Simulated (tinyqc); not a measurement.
## Bulk resistivity and mean free path from two films

Inverse problem. In the thick-film limit single-crystal films obey rho = rho0 (1 + 3 (1 - ps) lam/(8 d)). Find rho0, lam and the product rho0 lam.

Parameters, values chosen for the exercise:
```
symbol  value  unit                               meaning
ps          0        specular share of surface scattering
```

rho at d = 73 and 300 nm (uohm cm): [1.9924315, 1.7333250]

Solution. rho is a straight line in 1/d: the intercept is rho0 and the slope (3/8)(1 - ps) rho0 lam. Without ps only the product (1 - ps) lam could be found.

rho0 = 1.65 uohm cm
lam = 40.4 nm
rho0 lam = 66.7 uohm cm nm

Computed by the program tinyqc: `OMP_NUM_THREADS=1 python tinyqc.py 2100077 2100078 out.jsonl`, one thread of a shared Intel Xeon 2.30GHz, about 0.01 s for the whole run.
